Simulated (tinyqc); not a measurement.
Field-effect mobility of a thin-film transistor with band-tail and deep states (multiple trapping). From one set of inputs to another, one input at a time. Computed by tinyqc, a small Python program. Command: `OMP_NUM_THREADS=1 python tinyqc.py 3017721 3017722 out.jsonl tft ladder`. One thread of a shared host (Intel(R) Xeon(R) Processor @ 2.30GHz), about 0.3 s of CPU time with the checks.

A thick film in accumulation at small drain voltage. Only free electrons move; trapped ones still screen the gate. N_c and mu_0 are held fixed when T changes, leaving out the T^(3/2) growth of N_c. x = E_0 - psi is the distance of the Fermi level below the band edge.

The inputs printed are set A. Set A is modelled on polycrystalline silicon; the values taken over come from a set modelled on amorphous In2O3. Inputs not listed in the table keep their values of set A, so the rows need not describe a real material.

Inputs (values chosen for the exercise, modelled on polycrystalline silicon):

| quantity | value | unit |
|---|---|---|
| permittivity eps | 11.7 | - |
| effective density of states N_c | 2.8e+19 | 1/cm^3 |
| band mobility mu_0 | 120 | cm^2/(V s) |
| tail density at the edge g_t | 1.9e+20 | 1/(eV cm^3) |
| tail width E_t | 53 | meV |
| deep-state density g_d | 6.1e+15 | 1/(eV cm^3) |
| flat-band Fermi level below the edge, E_0 | 0.36 | eV |
| equivalent oxide thickness t | 12 | nm |
| surface band bending psi_s as a fraction of E_0 | 0.98 | - |
| temperature T | 350 | K |

Deep states: included.

Constants: k_B = 8.617333262e-05 eV/K; e = 1.602176634e-19 C; eps_0 = 8.8541878128e-12 F/m.

Method:
- F_j(eta) = int_0^infinity x^j/(1 + exp(x - eta)) dx, without a gamma-function factor.
- Integrals over x = E/(k_B T) use 160 Gauss-Legendre points in u = sqrt(x) from 0 to sqrt(max(eta, 0) + 32).
- Free n(x) = N_c (2/sqrt(pi)) F_1/2(-x/k_B T), with F_1/2 from its two-term series in exp(-x/k_B T) for x >= 12 k_B T; tail n_t(x) = int_0^1.2eV g_t exp(-E/E_t)/(1 + exp((x - E)/k_B T)) dE, E counted down from the edge, 120 Gauss-Legendre points; deep charge g_d psi; space charge rho(psi) = n + n_t + g_d psi less its value at psi = 0.
- Poisson: F(psi) = sqrt((2 e/(eps eps_0)) int_0^psi rho dpsi'); V_G - V_FB = psi_s + eps F(psi_s) t/3.9; free sheet density N_f = int (n - n(E_0))/F dpsi; induced sheet density N_i = eps eps_0 F(psi_s)/e; trapezoid rule on 301 even points in psi, the first interval left out of N_f.
- mu_eff = mu_0 N_f/N_i; field-effect mobility mu_FE = mu_0 e (dN_f/dV_G)/C_ox and swing S = dV_G/dlog10(N_f), by a central difference of +/- 2 mV in psi_s; C_ox = 3.9 eps_0/t.

Each row keeps all changes above it:

| input moved | from | to | effective mobility mu_eff (cm^2/(V s)) | swing S (mV/decade) | field-effect mobility mu_FE (cm^2/(V s)) |
|---|---|---|---|---|---|
| set A | - | - | 46.747 | 2843 | 81.321 |
| band mobility mu_0 (cm^2/(V s)) | 120 | 58 | 22.594 | 2843 | 39.305 |
| tail width E_t (meV) | 53 | 16 | 49.707 | 3707 | 50.714 |
| permittivity eps | 11.7 | 9 | 49.707 | 3270 | 50.427 |
| deep-state density g_d (1/(eV cm^3)) | 6.1e+15 | 1.5e+17 | 46.460 | 3085 | 50.287 |
| tail density at the edge g_t (1/(eV cm^3)) | 1.9e+20 | 8.8e+19 | 49.892 | 3056 | 52.749 |
| equivalent oxide thickness t (nm) | 12 | 66 | 49.892 | 16166 | 54.851 |
| effective density of states N_c (1/cm^3) | 2.8e+19 | 4.2e+18 | 31.329 | 5964 | 43.009 |

Effective mobility mu_eff goes from 46.7 to 31.3, a factor 0.670 in all. The largest single move comes from tail width E_t (a factor 2.20), but it runs against the net change; the largest move in the direction of the net change is band mobility mu_0 (a factor 0.483). Swing S goes from 2840 to 5960, a factor 2.10 in all. The largest single move comes from equivalent oxide thickness t (a factor 5.29), and effective density of states N_c works against it (a factor 0.369). Field-effect mobility mu_FE goes from 81.3 to 43.0, a factor 0.529 in all. The largest single move comes from band mobility mu_0 (a factor 0.483), and tail width E_t works against it (a factor 1.29). The single moves hold for this order of the switches; the total does not depend on the order.

Extremes, crossings and ranges named in words are read from the listed rows.
